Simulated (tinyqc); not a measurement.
# Stoner model of a band magnet at zero temperature, step by step

A worked calculation. Computed by tinyqc, a small Python program that keeps every step. Command: `OMP_NUM_THREADS=1 python tinyqc.py 3031843 3031844 out.jsonl stoner walk`. One thread of a shared host (Intel(R) Xeon(R) Processor @ 2.30GHz), about 0.01 s of CPU time with the checks. Intermediate numbers are printed to about 6 digits and carried at full precision; extremes and crossings named in words are read from the listed rows.

Five orbitals per spin share one band; u = (E - E_bottom)/W runs from 0 to 1, and the states per spin, atom and energy are g = 5 d(u)/W with d = 1 - c cos(4 pi u). N(u) is the integral of d from 0. The moment m = n_up - n_down (electrons per atom) moves the fillings to n +/- m/10; the energy is E(m) = E_band(m) - I m^2/4.

Inputs (values chosen for the exercise, for a model d band):
```
quantity                    value  unit
band width W                  2.1    eV
filling n per spin orbital   0.75     -
Stoner parameter I          0.283    eV
depth c of the valley        0.65     -
start moment m0              0.31  mu_B
largest number of steps       600     -
```

Density of states: two peaks.

Constants: k_B = 8.617333262e-05 eV/K.

## The paramagnetic state

Solve N(u_F) = n; g_F = 5 d(u_F)/W; the Stoner product is I g_F.

u_F = 0.75

g_F = 3.92857 1/eV

Stoner product I g_F = 1.11179

I g_F > 1: the paramagnet is unstable.

## Fixed-moment scan

For a moment m the Fermi levels of the two spins lie W [u(n + m/10) - u(n - m/10)] =: Delta apart; gbar = m/Delta is the mean density of states between them. A solution has I gbar = 1, is stable where gbar falls with m, or sits at saturation m_max = 10 min(n, 1 - n) if I gbar > 1 there. E_band(m) = 5 W [e(n + m/10) + e(n - m/10) - 2 e(n)], e = integral of u d(u) up to the Fermi level.

Against the moment:
```
m (mu_B)  Delta (eV)   I gbar  E(m) - E(0) (meV)
0.125        0.03184  1.11112            -0.1109
0.375        0.09597  1.10579            -0.9762
0.750        0.19521  1.08731            -3.6052
1.125        0.30189  1.05461            -6.9068
1.500        0.42283  1.00396            -8.9101
1.875        0.57244  0.92696            -5.7878
2.250        0.79475  0.80119            11.0800
2.500        1.05000  0.67381            41.1832
```

I gbar runs between 0.674 and 1.111; the energy falls with m where it exceeds 1 and rises where it is below. The lowest row is m = 1.50, below the paramagnet.

## Self-consistent moment

Split the bands by Delta = I m, find the common Fermi level that keeps 10 n electrons, and read m(out) = 5 [N(u + Delta/(2W)) - N(u - Delta/(2W))], N clipped to 0 and 1. Start from m0 (at most 0.9 m_max, m_max = 10 min(n, 1 - n)); stop when m changes by less than 1e-8; moments under 1e-5 count as 0.

Iteration:
```
step  m in (mu_B)  Delta (eV)  m out (mu_B)
1         0.31000    0.087730       0.34310
2         0.34310    0.097097       0.37935
3         0.37935    0.107356       0.41891
4         0.41891    0.118552       0.46192
5         0.46192    0.130723       0.50843
...           ...         ...           ...
85        1.52372    0.431211       1.52372
86        1.52372    0.431211       1.52372
87        1.52372    0.431211       1.52372
88        1.52372    0.431211       1.52372
89        1.52372    0.431211       1.52372
```

moment m = 1.52372 mu_B

last change of m = 8.11620e-09

Both spin bands cross the Fermi level (a weak ferromagnet).

## Energy, splitting and spin polarisation

Exchange splitting = I m; P = (g_up - g_down)/(g_up + g_down) at the Fermi level, with d = 0 for a full or empty band. The Stoner temperature scale is I m/(4 k_B).

E(m) - E(0) = -8.92016 meV

exchange splitting = 0.431211 eV

spin polarisation P = 5.36287e-15

Stoner temperature scale = 1251.00 K

Checks made by the program: the moment against the condition I gbar = 1 (relative difference 5e-09).
